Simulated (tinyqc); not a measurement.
Polarisation charge from two barrier thicknesses.

Question. VT = phiB - dEc - q sigma d/(eps0 eps_r). Find sigma, phiB - dEc and the thickness at which VT = 0.

Parameters, values chosen for the exercise: relative permittivity of barrier and channel eps_r = 9.1.

Constants: q = 1.602176634e-19 C, eps0 = 8.8541878128e-14 F/cm where lengths are in cm. Results are converted to the units shown.

VT for d = 15 and 25 nm (V): -3.0297430  -5.5991717

Answer. VT is linear in d.

sigma = 1.292e13 cm^-2
phiB - dEc = 0.8244 V
thickness for VT = 0 = 3.208 nm

Numbers from tinyqc (`OMP_NUM_THREADS=1 python tinyqc.py 2570158 2570159 out.jsonl`; about 0.03 s on one thread of a shared Intel Xeon 2.30GHz).
